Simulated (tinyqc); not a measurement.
Inside a calculation. Method: plane-wave Kohn-Sham cycle with exchange-only LDA in a layered model solid. Computed by tinyqc, a small Python program that keeps every step. Settings: points = 16, plane-wave index or count = 2, electrons = 2, k points = 3, area = 35.0, mixing = 0.3, iteration cap = 66. Command: `OMP_NUM_THREADS=1 python tinyqc.py 29247 29248 out.jsonl` (the two numbers bound the seeds that draw the settings). One thread of a shared host (Intel(R) Xeon(R) Processor @ 2.60GHz), about 0.02 s of CPU time with the checks. Later iterations appear only in the table of the cycle.

## Iteration 1: potential

A solid whose potential varies along x alone (atomic units):
```
parameter                      value
period a                   12.600000
cross-section of the cell  35.000000
electrons per cell                 2
grid points                       16
plane waves -n..n, n               2
k points                           3
V1 in V1 cos(2 pi x/a)     -0.140000
V2 in V2 cos(4 pi x/a)     -0.130000
```

density at the start, on the grid x_j = j a/N (e/bohr^3): 0.00453515  0.00453515  0.00453515  0.00453515  0.00453515  0.00453515  0.00453515  0.00453515  0.00453515  0.00453515  0.00453515  0.00453515  0.00453515  0.00453515  0.00453515  0.00453515

V_H(G) = 4 pi rho(G)/G^2 for G != 0 (uniform background); v_x = -(3 rho/pi)^(1/3); V = V_ext + V_H + v_x; Fourier components f(G_m) = (1/N) sum_j f(x_j) exp(-i G_m x_j).

Potentials on the grid (hartree):
```
x              V_ext       V_H        v_x          V
0.000000   -0.270000  0.000000  -0.163000  -0.433000
0.787500   -0.221267  0.000000  -0.163000  -0.384267
1.575000   -0.098995  0.000000  -0.163000  -0.261995
2.362500    0.038348  0.000000  -0.163000  -0.124652
3.150000    0.130000  0.000000  -0.163000  -0.033000
3.937500    0.145500  0.000000  -0.163000  -0.017500
4.725000    0.098995  0.000000  -0.163000  -0.064005
5.512500    0.037419  0.000000  -0.163000  -0.125581
6.300000    0.010000  0.000000  -0.163000  -0.153000
7.087500    0.037419  0.000000  -0.163000  -0.125581
7.875000    0.098995  0.000000  -0.163000  -0.064005
8.662500    0.145500  0.000000  -0.163000  -0.017500
9.450000    0.130000  0.000000  -0.163000  -0.033000
10.237500   0.038348  0.000000  -0.163000  -0.124652
11.025000  -0.098995  0.000000  -0.163000  -0.261995
11.812500  -0.221267  0.000000  -0.163000  -0.384267
```

V(G_m), m = 0, 1, 2, ... (hartree): -0.163000  -0.070000  -0.065000  0.000000  0.000000

## Iteration 1: Hamiltonian at one k

k = 0.000000 2 pi / a

H(m,m') = (k + G_m)^2/2 delta + V(G_m - G_m'), with V(-G) = V(G).

H (hartree), lower triangle:
```
           -2         -1         +0         +1        +2
-2   0.334335
-1  -0.070000  -0.038666
+0  -0.065000  -0.070000  -0.163000
+1   0.000000  -0.065000  -0.070000  -0.038666
+2   0.000000   0.000000  -0.065000  -0.070000  0.334335
```

## Iteration 1: levels at that k

Diagonalise the Hermitian matrix.

eigenvalues (hartree): -0.259169  -0.029992  0.011171  0.349497  0.356829

## Iteration 1: new density

Motion across x is left out: the lowest 1 band(s) hold two electrons at each of the k points (j + 1/2)/nk - 1/2. Residual R = rho(out) - rho(in); rho(new) = rho(in) + 0.3 R. rho(out) = 2/(a A nk) sum |psi|^2 with psi = sum c exp(i G x). Harris energy E = band energy - dV sum rho (V_H/2 + v_x) + (3/4) dV sum rho v_x with rho(in), dV = a A/N, band energy = (2/nk) sum of the filled levels.

rho(out) (e/bohr^3): 0.01619235  0.01385722  0.00862109  0.00383331  0.00122357  0.00032386  0.00012415  0.00012620  0.00015121  0.00012620  0.00012415  0.00032386  0.00122357  0.00383331  0.00862109  0.01385722

density after iteration 1 (e/bohr^3): 0.00803231  0.00733177  0.00576093  0.00432460  0.00354167  0.00327176  0.00321185  0.00321246  0.00321997  0.00321246  0.00321185  0.00327176  0.00354167  0.00432460  0.00576093  0.00733177

energy per cell = -0.43433482 hartree

## Iteration 2: potential

As before.

Potentials on the grid (hartree):
```
x              V_ext        V_H        v_x          V
0.000000   -0.270000   0.121358  -0.197214  -0.345856
0.787500   -0.221267   0.108206  -0.191305  -0.304366
1.575000   -0.098995   0.073842  -0.176531  -0.201684
2.362500    0.038348   0.029819  -0.160437  -0.092271
3.150000    0.130000  -0.013013  -0.150104  -0.033118
3.937500    0.145500  -0.048440  -0.146190  -0.049130
4.725000    0.098995  -0.074150  -0.145292  -0.120448
5.512500    0.037419  -0.089585  -0.145301  -0.197467
6.300000    0.010000  -0.094715  -0.145414  -0.230130
7.087500    0.037419  -0.089585  -0.145301  -0.197467
7.875000    0.098995  -0.074150  -0.145292  -0.120448
8.662500    0.145500  -0.048440  -0.146190  -0.049130
9.450000    0.130000  -0.013013  -0.150104  -0.033118
10.237500   0.038348   0.029819  -0.160437  -0.092271
11.025000  -0.098995   0.073842  -0.176531  -0.201684
11.812500  -0.221267   0.108206  -0.191305  -0.304366
```

V(G_m), m = 0, 1, 2, ... (hartree): -0.160809  -0.028822  -0.063717  -0.000184  0.000128

## Iteration 2: Hamiltonian at one k

k = 0.000000 2 pi / a

As before.

H (hartree), lower triangle:
```
           -2         -1         +0         +1        +2
-2   0.336525
-1  -0.028822  -0.036476
+0  -0.063717  -0.028822  -0.160809
+1  -0.000184  -0.063717  -0.028822  -0.036476
+2   0.000128  -0.000184  -0.063717  -0.028822  0.336525
```

## Iteration 2: levels at that k

As before.

eigenvalues (hartree): -0.197724  -0.080128  0.024611  0.339028  0.353502

## Iteration 2: new density

As before.

rho(out) (e/bohr^3): 0.01429266  0.01241773  0.00816480  0.00414862  0.00178512  0.00084432  0.00063930  0.00072992  0.00081008  0.00072992  0.00063930  0.00084432  0.00178512  0.00414862  0.00816480  0.01241773

density after iteration 2 (e/bohr^3): 0.00991041  0.00885756  0.00648209  0.00427180  0.00301471  0.00254353  0.00244008  0.00246770  0.00249700  0.00246770  0.00244008  0.00254353  0.00301471  0.00427180  0.00648209  0.00885756

energy per cell = -0.33110428 hartree

## Convergence

Stop when sqrt(dV sum R^2) is below 1e-8, dV = a A/N.

Course of the cycle:
```
iteration  E (hartree)  norm of the residual
1          -0.43433482              1.17e-01
2          -0.33110428              6.47e-02
3          -0.30958208              1.79e-02
4          -0.30974468              1.54e-02
5          -0.30966719              1.39e-02
6          -0.30978350              1.33e-02
7          -0.30969555              1.29e-02
8          -0.30980673              1.29e-02
9          -0.30971446              1.29e-02
10         -0.30983064              1.30e-02
11         -0.30973307              1.31e-02
...                ...                   ...
56         -0.31015627              1.61e-02
57         -0.30994492              1.61e-02
58         -0.31015859              1.61e-02
59         -0.30994630              1.61e-02
60         -0.31016059              1.61e-02
61         -0.30994749              1.61e-02
62         -0.31016230              1.61e-02
63         -0.30994851              1.61e-02
64         -0.31016377              1.61e-02
65         -0.30994938              1.61e-02
66         -0.31016503              1.62e-02
```

Not converged within 66 iterations: the residual has stopped falling: the iteration swings between two states. Reruns (cap 100 unless said): mixing 0.1: not converged; mixing 0.5, Kerker q0 1.0: converged in 48 (E = -0.30930); mixing 0.3, Pulay depth 5: converged in 19 (E = -0.30930); the original settings with a cap of 400: not converged.
